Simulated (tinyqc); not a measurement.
Plain band against climbing image: nudged elastic band on a two-dimensional model surface. Computed by tinyqc, a small Python program. Command: `OMP_NUM_THREADS=1 python tinyqc.py 3029854 3029855 out.jsonl neb walk`. One thread of a shared host (Intel(R) Xeon(R) Processor @ 2.30GHz), about 0.2 s of CPU time with the checks.

V(x, y) = -A (cos kx + cos ky) - B cos kx cos ky + (C sin ky + S sin kx)(1 - cos kx), k = 2 pi/a; the atom hops from the minimum at (0, 0) to that at (a, 0).

Inputs (values chosen for the exercise, for a model surface):
```
quantity              value           unit
amplitude A            0.27             eV
amplitude B           0.077             eV
skew C                0.074             eV
asymmetry S          -0.056             eV
period a                2.6       angstrom
spring constant k_s    0.46  eV/angstrom^2
step factor eta        0.19  angstrom^2/eV
```

Surface: adatom on a square lattice. Climbing image: off.

Method:
- Newton steps x(new) = x - H^-1 grad V (moves limited to 0.3 angstrom) from (0, 0), (a, 0) and (a/2, 0) give the two minima and the saddle.
- Tangent at image i: towards the higher neighbour if the energies rise or fall through i; at a maximum or minimum, tau = t+ dmax + t- dmin if V(i+1) > V(i-1), else t+ dmin + t- dmax, with t+ = R(i+1) - R(i), t- = R(i) - R(i-1) and dmax, dmin the larger and smaller of |V(i+1) - V(i)| and |V(i-1) - V(i)|; then normalise. Force F = -grad V + (grad V.tau) tau + k_s (|t+| - |t-|) tau.
- With a climbing image, the highest image feels instead F = -grad V + 2 (grad V.tau) tau and no spring.
- Update R(new) = R + eta F; the end points stay fixed.
- Images are counted without the end points, and convergence is judged on the largest force on an image. Each run starts on the straight line with the same k_s and eta, for at most 1500 iterations; errors are against the Newton saddle; a dash marks a run that did not reach 1e-4 eV/angstrom.

positions (angstrom):
```
              x         y
start   0.00000   0.00000
end     2.60000   0.00000
saddle  1.44077  -0.26045
```

energies (eV): start -0.617000, end -0.617000, saddle 0.046616

barrier from the start = 0.663616 eV

Error of the highest image (meV) and iterations:
```
images  plain, error  plain, iterations  climbing, error  climbing, iterations
2           -100.793                 25                0                    41
3            -19.640                 31                0                    39
4            -17.596                 33                0                    64
5            -19.545                 45                0                    69
6             -2.762                 55                0                    80
8             -0.071                 78                0                    69
10            -0.374                101                0                   144
```

What does the comparison show, and why?

The plain band underestimates the barrier by 0.07 to 100.79 meV, depending on how near an image falls to the saddle (worst for 2 images, best for 8). The climbing image is within about 0.001 meV in every converged run, so few images suffice for the barrier.

Extremes, crossings and ranges named in words are read from the listed rows.
